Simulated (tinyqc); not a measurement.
Inside a calculation. Method: geometry optimisation on the RHF/sto-6g surface (energies and gradients from PySCF), for BeH2, spin multiplicity 1. Computed by tinyqc, a small Python program that keeps every step (integrals from PySCF). Settings: charge = 0, multiplicity = 1, basis = sto-6g, optimiser = bfgs, first Hessian = 1.0, largest step = 0.1, iteration cap = 30. Command: `OMP_NUM_THREADS=1 python tinyqc.py 30872 30873 out.jsonl` (the two numbers bound the seeds that draw the settings). One thread of a shared host (Intel(R) Xeon(R) Processor @ 2.60GHz), about 1 s of CPU time with the checks.

## Step 1: energy and gradient

positions at the start (bohr), order 1Be, 2H, 3H:
```
[[-0.085038, 0.037795, -0.028346],
 [0.047243, 2.307356, 0.183303],
 [-0.009449, -2.294128, 0.134171]]
```

Self-consistent energy and analytic gradient at these positions.

energy = -15.72123373 hartree

gradient (hartree/bohr), order 1Be, 2H, 3H:
```
[[-0.00193990, 0.01685603, -0.00367827],
 [0.00021337, -0.04000095, 0.00084162],
 [0.00172653, 0.02314492, 0.00283666]]
```

## Step 1: move

Quasi-Newton step p = -H^(-1) g (first H = 1 times the unit matrix); steps longer than 0.1 bohr are cut back.

positions after step 1 (bohr), order 1Be, 2H, 3H:
```
[[-0.083098, 0.020938, -0.024668],
 [0.047030, 2.347357, 0.182462],
 [-0.011175, -2.317272, 0.131334]]
```

## Step 2: energy and gradient

As before.

energy = -15.72319536 hartree

gradient (hartree/bohr), order 1Be, 2H, 3H:
```
[[-0.00275757, 0.00158911, -0.00497235],
 [0.00106835, -0.02319419, 0.00218509],
 [0.00168922, 0.02160508, 0.00278726]]
```

## Step 2: move

inverse Hessian in use (bohr^2/hartree):
```
[[1.009386, -0.036242, 0.017277, -0.002582, 0.125345, -0.006074, -0.006804, -0.089103, -0.011203],
 [-0.036242, 0.921206, -0.064209, 0.017450, -0.154831, 0.033124, 0.018792, 0.233625, 0.031085],
 [0.017277, -0.064209, 1.031775, -0.004838, 0.226964, -0.011293, -0.012439, -0.162755, -0.020482],
 [-0.002582, 0.017450, -0.004838, 1.000454, -0.045737, 0.001340, 0.002127, 0.028287, 0.003498],
 [0.125345, -0.154831, 0.226964, -0.045737, 2.178593, -0.095673, -0.079608, -1.023762, -0.131292],
 [-0.006074, 0.033124, -0.011293, 0.001340, -0.095673, 1.003504, 0.004734, 0.062549, 0.007788],
 [-0.006804, 0.018792, -0.012439, 0.002127, -0.079608, 0.004734, 1.004676, 0.060815, 0.007705],
 [-0.089103, 0.233625, -0.162755, 0.028287, -1.023762, 0.062549, 0.060815, 1.790137, 0.100206],
 [-0.011203, 0.031085, -0.020482, 0.003498, -0.131292, 0.007788, 0.007705, 0.100206, 1.012694]]
```

Quasi-Newton step p = -H^(-1) g (the inverse Hessian comes from BFGS updates; coordinates in the order x, y, z of each atom); steps longer than 0.1 bohr are cut back (factor 0.985 here).

positions after step 2 (bohr), order 1Be, 2H, 3H:
```
[[-0.075396, 0.010367, -0.010710],
 [0.044256, 2.421367, 0.176630],
 [-0.016103, -2.380711, 0.123208]]
```

## Convergence

Stop when the largest gradient component is below 3e-5 hartree/bohr. The inverse Hessian follows the BFGS update with s = step, y = change of gradient.

Course of the optimisation:
```
step   E (hartree)  largest gradient (hartree/bohr)
1     -15.72123373                         4.00e-02
2     -15.72319536                         2.32e-02
3     -15.72515922                         7.99e-03
4     -15.72542250                         6.25e-03
5     -15.72555631                         5.53e-03
6     -15.72572811                         5.68e-03
7     -15.72588847                         6.07e-03
8     -15.72599224                         3.81e-03
9     -15.72601587                         1.05e-03
10    -15.72601710                         1.64e-04
11    -15.72601715                         1.70e-05
```

Final distances (angstrom):
```
pair    distance
2H-1Be  1.284125
3H-1Be  1.284137
3H-2H   2.568262
```

Converged in 11 steps.
